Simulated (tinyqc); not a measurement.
Inside a calculation: sp3s* tight binding. Values are carried at full precision from step to step, so a last printed digit may differ when a step is redone from the rounded ones.

sp3s* tight binding, nearest neighbours only: anion (a) at 0, cation (c) at a/4 (1,1,1), orbitals s, px, py, pz, s* on each; k in units of 2 pi/a. With phases e_j = exp(i (pi/2) k.n_j) for n = (1,1,1), (1,-1,-1), (-1,1,-1), (-1,-1,1): g0 = (e1+e2+e3+e4)/4, g1 = (e1+e2-e3-e4)/4, g2 = (e1-e2+e3-e4)/4, g3 = (e1-e2-e3+e4)/4. The diagonal holds the levels Esa, Epa, Exa (s*) and Esc, Epc, Exc. Anion-cation block: <sa|sc> = Vss g0; <sa|xc> = Vsapc g1; <xa|sc> = -Vscpa g1; <xa|xc> = Vxx g0; <xa|yc> = <ya|xc> = Vxy g3, <xa|zc> = <za|xc> = Vxy g2, <ya|zc> = <za|yc> = Vxy g1; <s*a|xc> = Vxapc g1; <xa|s*c> = -Vpaxc g1; y and z take g2 and g3 in place of g1; s-s* and s*-s* vanish.

Constants: hbar^2/2m0 = 3.80998211 eV angstrom^2.

Values chosen for the exercise (near a published set for Ge, fitted to gaps, whose masses and valley positions are rough; shifted at random, so the results belong to these values and not to a real crystal):

| symbol | value | unit | meaning |
|---|---|---|---|
| k | (0.39, 0, 0) | 2 pi/a | wave vector |
| Esa | -5.961 | eV | s level of the anion |
| Epa | 1.595 | eV | p level of the anion |
| Esc | -5.961 | eV | s level of the cation |
| Epc | 1.595 | eV | p level of the cation |
| Exa | 6.295 | eV | s* level of the anion |
| Exc | 6.295 | eV | s* level of the cation |
| Vss | -6.781 | eV | s-s |
| Vxx | 1.631 | eV | px-px |
| Vxy | 4.919 | eV | px-py |
| Vsapc | 5.486 | eV | s anion, p cation |
| Vscpa | 5.486 | eV | s cation, p anion |
| Vxapc | 5.189 | eV | s* anion, p cation |
| Vpaxc | 5.189 | eV | p anion, s* cation |
| a | 5.658 | angstrom | lattice constant |

## Phase sums

Form g0 to g3 at this k.

g0, g1, g2, g3: 0.81815  0.57501i  0.00000  0.00000

## The Hamiltonian without spin-orbit coupling

Fill in the 10 x 10 matrix.

H(k) (eV), lower triangle (Hermitian):
```
           sa       xa        ya        za       s*a       sc      xc      yc      zc     s*c
sa    -5.9610
xa          0   1.5950
ya          0        0    1.5950
za          0        0         0    1.5950
s*a         0        0         0         0    6.2950
sc    -5.5479  3.1545i         0         0         0  -5.9610
xc   -3.1545i   1.3344         0         0  -2.9837i        0  1.5950
yc          0        0    1.3344  -2.8285i         0        0       0  1.5950
zc          0        0  -2.8285i    1.3344         0        0       0       0  1.5950
s*c         0  2.9837i         0         0         0        0       0       0       0  6.2950
```

## Levels at this k

Diagonalise H, which belongs to k = (0.39, 0, 0) (2 pi/a). Four bands are filled (two electrons each); give the make-up of band 5, the lowest empty one.

levels (eV): -12.1887  -3.6789  -1.5324  -1.5324  1.7306  2.0993  4.7224  4.7224  7.7221  8.1737

weights of band 5: s 0.038, p 0.674, s* 0.288

weight of band 5 on atom a = 0.500

The vertical gap at this k is 3.2630 eV; band 5 is mostly p-like.

## Levels at Gamma

At k = 0 only g0 = 1 is left and H falls into 2 x 2 blocks [[E_a, V], [V, E_c]] with roots (E_a + E_c)/2 -/+ sqrt(((E_a - E_c)/2)^2 + V^2); the s* levels stay uncoupled. The direct gap runs from the highest lower root of the p blocks to the lowest upper root.

Blocks at Gamma (eV):

| block | E_a | E_c | V | lower root | upper root |
|---|---|---|---|---|---|
| s (Gamma1) | -5.9610 | -5.9610 | -6.7810 | -12.7420 | 0.8200 |
| p (Gamma15) | 1.5950 | 1.5950 | 1.6310 | -0.0360 | 3.2260 |

direct gap at Gamma = 0.8560 eV

The lowest empty level at Gamma is s-like.

## Bands near the gap

Diagonalise at L = (1/2,1/2,1/2), X = (1,0,0), W = (1,1/2,0), K = (3/4,3/4,0) and at the fractions named between them; energies from the top of the valence band at Gamma; 4 bands are filled.

Levels (eV):

| k | level 2 | level 3 | level 4 | level 5 | level 6 |
|---|---|---|---|---|---|
| L | -8.006 | -1.644 | -1.644 | 0.758 | 2.450 |
| L-G 0.5 | -4.755 | -0.956 | -0.956 | 1.197 | 2.977 |
| G | 0.000 | 0.000 | 0.000 | 0.856 | 3.262 |
| G-X 0.2 | -1.598 | -0.541 | -0.541 | 1.788 | 2.671 |
| G-X 0.4 | -3.751 | -1.547 | -1.547 | 1.723 | 2.135 |
| G-X 0.6 | -5.834 | -2.462 | -2.462 | 1.050 | 1.877 |
| G-X 0.7 | -6.793 | -2.814 | -2.814 | 0.874 | 1.646 |
| G-X 0.8 | -7.680 | -3.074 | -3.074 | 0.808 | 1.398 |
| G-X 0.9 | -8.491 | -3.234 | -3.234 | 0.846 | 1.164 |
| X | -9.224 | -3.288 | -3.288 | 0.971 | 0.971 |
| W | -9.224 | -3.288 | -3.288 | 0.971 | 0.971 |
| K | -8.765 | -3.538 | -2.806 | 0.880 | 1.166 |
| K-G 0.5 | -5.495 | -2.341 | -1.015 | 1.538 | 2.188 |

On these points the lowest empty level is lowest at L, 0.758 eV above the top.

## Valleys and masses

The lowest conduction level at Gamma, at its minimum on (x,0,0) for x from 0.5 to 1, and at the point L (L, and X where the search ends there, need not be minima in this model; a zero or negative inverse mass shows it). Inverse masses m0/m = (E(+h) + E(-h) - 2 E)/(2 c q^2) with c = hbar^2/2m0, q = h 2 pi/a, h = 0.002; longitudinal along the valley axis ([100] at Gamma and Delta, [111] at L), transverse along [010] or [1-10]. A dash: the next level lies within 0.15 eV, so a single mass has no use there.

Valleys:

| valley | x (2 pi/a) | E - Ev (eV) | m0/m_l | m0/m_t |
|---|---|---|---|---|
| Gamma | 0.0000 | 0.8560 | 16.68 | 16.68 |
| Delta | 0.8115 | 0.8077 | 1.09 | 0.52 |
| L | 0.5000 | 0.7584 | 0.43 | 1.35 |

Of these three the lowest is L, which makes the gap indirect, 0.7584 eV. At Delta m0/m_t is 0.52. This nearest-neighbour model is fitted to gaps: it places the Delta minimum and the masses at Delta and L only roughly (transverse masses can be several times too heavy), and since its bands are flat from X to W the transverse mass grows too heavy towards X; d orbitals or second neighbours cure this.

## Checks

- Direct gap at Gamma from the blocks against the full matrix: both 0.856000.

(tinyqc, `OMP_NUM_THREADS=1 python tinyqc.py 1452611 1452612 out.jsonl`, Intel(R) Xeon(R) Processor @ 2.30GHz, 1 thread, shared host, about 0.08 s.)
